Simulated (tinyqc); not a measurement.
Solid solubility of a dopant against its melt (retrograde solidus), clustering and the electrically active fraction. Which input was changed? Computed by tinyqc, a small Python program. Command: `OMP_NUM_THREADS=1 python tinyqc.py 3029625 3029626 out.jsonl retro which`. One thread of a shared host (Intel(R) Xeon(R) Processor @ 2.30GHz), about 0.1 s of CPU time with the checks.

Inputs (values chosen for the exercise, for a model dopant):
```
quantity,value,unit
melting point of the host T_m,1687,K
heat of melting of the host H_f,50.2,kJ/mol
interaction L of the melt,-12,kJ/mol
enthalpy of transfer from melt to solid H,1.64,eV
entropy of transfer S,3.78,k_B
site density N0,5e+22,1/cm^3
temperature T,1495,K
```

Constants: R = 8.314462618 J/(mol K); k_B = 8.617333262e-05 eV/K; e = 1.602176634e-19 C; N_A = 6.02214076e+23 1/mol.

Method. x_l and x_s are atom fractions of the dopant in melt and solid; the solid is dilute. Liquidus of the host: R T ln(1 - x_l) + L x_l^2 = -H_f (1 - T/T_m). Distribution: k = x_s/x_l = exp[L (1 - x_l)^2/(R T)] exp(S/k_B - H/(k_B T)), the first factor being the activity coefficient in the melt. Solubility = x_s N0; at T_m x_l = 0. The largest x_s N0 between 900 K and T_m. For an ideal melt with constant heats the maximum has x_l = H_f/(H + H_f), H in the same units.

Problem. One of these inputs alone was changed, within the range given: interaction L of the melt (-24 to -6); enthalpy of transfer from melt to solid H (0.82 to 3.28); entropy of transfer S (1.89 to 7.56); heat of melting of the host H_f (25.1 to 100.4). Which one, and to what value?

Results:
```
run,largest solubility (1/cm^3),distribution coefficient k,temperature of the maximum (K)
before,1.375415e+18,8.170392e-05,1551.868
after,1.632164e+18,8.593571e-05,1552.072
```

Solution.

Each candidate set to reproduce largest solubility, and what it then gives:
```
candidate,range searched,value needed,distribution coefficient k,temperature of the maximum (K)
interaction L of the melt (kJ/mol),-24 to -6,-9.122,9.2344e-05,1555.1
enthalpy of transfer from melt to solid H (eV),0.82 to 3.28,1.617,9.7580e-05,1550.2
entropy of transfer S (k_B),1.89 to 7.56,3.951,9.6956e-05,1551.9
heat of melting of the host H_f (kJ/mol),25.1 to 100.4,59.20,8.5936e-05,1552.1
```

Only heat of melting of the host H_f fits every result: it went from 50.2 to 59.2 kJ/mol. The next best candidate, interaction L of the melt, misses one result by 7.5 %.
